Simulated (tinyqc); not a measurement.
Stoner model of a band ferromagnet: one step. The paramagnetic state and the Stoner criterion.

Density of states per atom and spin: two humps, D(e) = (M/W) [1 - sp cos(4 pi e/W)]. Levels e -/+ I m/2 for up and down spin, m = n_up - n_down, n_up + n_down = nd. At zero temperature e(N) is the energy below which N states lie, and E(m) = sum over spins of integral e D de - I m^2/4.

Inputs chosen for the exercise: W = 3.9 eV (band width, e from -W/2 to W/2); M = 5 (states per atom and spin); nd = 7.33 (electrons per atom); sp = 0.67 (shape parameter); I = 0.63 eV (Stoner parameter).

Problem. Find EF from nd/2 states per spin, D(EF) and the product I D(EF); below 1 the susceptibility is enhanced by 1/(1 - I D).

Give: EF; D(EF); I D(EF).

Solution.

EF = 0.9353 eV
D(EF) = 2.1340 1/eV
I D(EF) = 1.3444

The paramagnet is unstable.

Computed by tinyqc, a small Python program: `OMP_NUM_THREADS=1 python tinyqc.py 1681499 1681500 out.jsonl` (the numbers bound the seed that draws the inputs); one thread of a shared host (Intel(R) Xeon(R) Processor @ 2.30GHz), about 0.3 s for the whole set of steps.
